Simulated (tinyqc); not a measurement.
Comparisons within one model: thin (001) film in sp3s* tight binding with raised dangling bonds. A value that a table varies takes the place of the one given here.

Planes alternate anion (a), cation (c) along [001], a/4 apart, starting with an anion; zero in-plane momentum; levels counted from the bulk Ev, the lower root of [[Epa, Vxx], [Vxx, Epc]]; no spin-orbit coupling. Block of s, pz, s*: from an anion to the cation above, Vss/2 (s,s), Vsapc/2 (s,z), -Vscpa/2 (z,s), Vxx/2 (z,z), Vxapc/2 (s*,z), -Vpaxc/2 (z,s*); to the cation below the same with the s-z and s*-z signs reversed. Block of u = (px + py)/sqrt2 and v = (px - py)/sqrt2: to the cation above (Vxx + Vxy)/2 for u and (Vxx - Vxy)/2 for v, to the cation below the reverse. Each surface atom has two dangling sp3 hybrids; raising both by dl adds (dl/2) [[1, t], [t, 1]] to its s, pz levels (t = -1 at the bottom face, +1 at the top) and dl to the one of u, v in whose plane the missing bonds lie (v for a bottom anion or a top cation, u for a top anion).

Values chosen for the exercise (near a published set for Si, fitted to gaps, whose masses and valley positions are rough; shifted at random, so the results belong to these values and not to a real crystal): p = (-4.193, 1.715, -4.193, 1.715, 6.652, 6.652, -8.288, 1.716, 4.597, 5.689, 5.689, 5.396, 5.396) eV (order Esa, Epa, Esc, Epc, Exa, Exc, Vss, Vxx, Vxy, Vsapc, Vscpa, Vxapc, Vpaxc); Nw = 18 (planes in the thicker film); a = 5.429 angstrom (lattice constant); dp = 30 eV (value of dl for the passivated films); Ns = (8, 10, 13, 21, 27, 33, 50, 60) (numbers of planes); N0 = 14 (first number of planes).

## States in the gap of a film

edges (eV): Gamma 3.43200, Delta 1.12598

Levels between 0 and the lower bulk edge, the largest weight on the two outer planes of both faces among them, and the nearest levels outside, for several shifts dl.

Film of Nw planes:
```
dl (eV),levels in the gap,at (eV),surface weight,next above (eV),next below (eV)
0,2,"0.221, 0.315",0.76,1.2028,-0.1082
1,2,"0.713, 0.748",0.83,1.2029,-0.1082
2,0,-,-,1.1299,-0.1082
3,0,-,-,1.1851,-0.1082
5,0,-,-,1.1966,-0.1082
10,0,-,-,1.2008,-0.1082
30,0,-,-,1.2027,-0.1082
100,0,-,-,1.2028,-0.1082
```

Can the levels of the bare film be read as confined subbands?

No: with bare surfaces (dl = 0) 2 levels lie in the bulk gap, with up to 76 % of the weight on the four outer planes, two a face, where an even spread gives 22 %; these are dangling-bond states, not subbands. The reruns show the bulk gap clear from dl = 2 eV on, and at dl = 30 eV the next level above lies 0.0 meV from its value at 100 eV. At dl = 2 eV the next level above is more than 20 meV from its value at 100 eV, so the surface still acts on it.

## Gap against thickness

Passivated films (finite dp, so levels can still be some meV from their limit), thickness N a/4. Highest level below mid-gap (either block) and the two lowest above it. The exponents are -d ln(shift)/d ln N between the sixth and the last film, for the valence level and for the mean of the two conduction levels.

Levels (eV):
```
N,thickness (angstrom),Ev1,Ec1,Ec2,gap
8,10.86,-0.3583,1.4239,1.5073,1.7822
10,13.57,-0.2644,1.3470,1.3584,1.6114
13,17.64,-0.2067,1.2606,1.2734,1.4673
21,28.50,-0.0922,1.1823,1.1843,1.2745
27,36.65,-0.0590,1.1602,1.1627,1.2192
33,44.79,-0.0409,1.1491,1.1509,1.1901
50,67.86,-0.0180,1.1365,1.1369,1.1545
60,81.44,-0.0128,1.1333,1.1336,1.1462
```

exponents: valence 1.94, conduction 1.96

What does this show, and why?

The gap is 1.782 eV at 10.9 angstrom and 1.146 eV at 81.4, against 1.126 eV in the bulk along this line. At 21 planes the conduction side gives 56 meV of the widening and the valence side 92 meV. A hard-walled parabolic band has exponent 2; departures come from the offset between N a/4 and the effective width, from non-parabolicity and from the termination (odd and even N end differently: in the direction of the bond rows at the two faces and, in a compound, in the kind of atom), which also makes single steps in N uneven. Ec1 and Ec2 are the doublet of the two Delta valleys along the normal.

## Valley splitting plane by plane

kz of the minimum = 0.73364 2 pi/a

Ten passivated films from N0 planes on; the phase is N pi k0/2 modulo pi, k0 the position of the bulk minimum.

Lowest doublet:
```
N,phase/pi,mean shift (meV),splitting (meV)
14,0.135,123.44,20.738
15,0.502,108.07,5.285
16,0.869,96.00,10.625
17,0.236,85.75,11.053
18,0.603,76.77,0.037
19,0.970,69.49,8.040
20,0.336,62.99,5.684
21,0.703,57.34,2.008
22,0.070,52.58,5.770
23,0.437,48.22,2.580
```

What can be read from the table?

The splitting ranges from 0.04 meV (N = 18) to 20.74 meV (N = 14), while the mean shift goes from 123 to 48 meV and falls steadily. The splitting changes direction 6 times in these ten films, and one plane more changes it by up to 15.45 meV: it hangs on the phase between the two faces, which is why atomic steps matter.

## What each change does

A film of Nw planes with shift dp: highest level below mid-gap (half the lower bulk edge) and the two lowest above. Each row changes one parameter from the base and keeps the others.

Results:
```
case,Ev1 (eV),Ec1 (eV),Ec2 (eV)
base,-0.1082,1.2027,1.2028
Nw = 20,-0.0910,1.1861,1.1918
dp = 60 eV,-0.1082,1.2028,1.2031
```

What does this show?

The largest shifts from the base row, up to three for each result and ties (the steps differ in size, so this ranks the rows, not the parameters). Ev1 (eV): Nw +0.0172; unchanged at the printed digits by dp. Ec1 (eV): Nw -0.0166, dp +0.0000. Ec2 (eV): Nw -0.0110, dp +0.0004. An odd change of Nw also changes which atoms end the film, so levels need not move as thickness alone would move them; the row for dp shows how far the passivation is from converged.

(tinyqc, `OMP_NUM_THREADS=1 python tinyqc.py 1450128 1450129 out.jsonl`, Intel(R) Xeon(R) Processor @ 2.30GHz, 1 thread, shared host, about 0.3 s.)
